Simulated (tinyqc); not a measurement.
## Gate voltage for a given inversion charge

Question. p-type body, charge-sheet picture, depletion and inversion only, full ionisation (an idealisation for deep acceptors), Boltzmann statistics (rough once Na exp(x - xn) passes about Nc/7). In units of Vt: xg = (Vg - Vfb)/Vt, x = psi/Vt, G = gamma/sqrt(Vt), xn = (2 phiF + Vc)/Vt. The implicit equation is (xg - x)^2 = G^2 [x - 1 + exp(x - xn)] for x above about 3. Cox = eps0 eox/tox. ni = sqrt(Nc Nv) exp(-Eg/(2 Vt)), Eg in volts; phiF = Vt ln(Na/ni); gamma = sqrt(2 q eps0 eps_r Na)/Cox. N_inv = (Cox Vt G/q) [sqrt(x - 1 + exp(x - xn)) - sqrt(x - 1)]. Find x - xn, psi and Vg.

Inputs (values chosen for the exercise); band and dielectric values close to those of silicon:
- T = 300 K (temperature)
- Eg = 1.12 eV (band gap)
- eps_r = 11.9 (relative permittivity)
- Nc = 2.8e19 cm^-3 (conduction-band density of states at T)
- Nv = 2.65e19 cm^-3 (valence-band density of states at T)
- eox = 7.32 (relative permittivity of the gate insulator (close to silicon nitride))
- tox = 2.8 nm (insulator thickness)
- Na = 3.2e16 cm^-3 (acceptor density)
- Vfb = -0.42 V (flat-band voltage)
- Vc = 0.5 V (channel-body voltage)

Constants: q = 1.602176634e-19 C, kB = 1.380649e-23 J/K, Vt = kB T/q, eps0 = 8.8541878128e-14 F/cm where lengths are in cm. Results are converted to the units shown.

N_inv = 1.9e11 cm^-2

Solution. N_inv rises steadily with x, so it fixes x; the implicit equation then gives xg directly.

x - xn = 3.38
psi = 1.36 V
Vg = 1.00 V

tinyqc, about 0.01 s, one thread, Intel Xeon 2.30GHz (shared host): `OMP_NUM_THREADS=1 python tinyqc.py 2122169 2122170 out.jsonl`
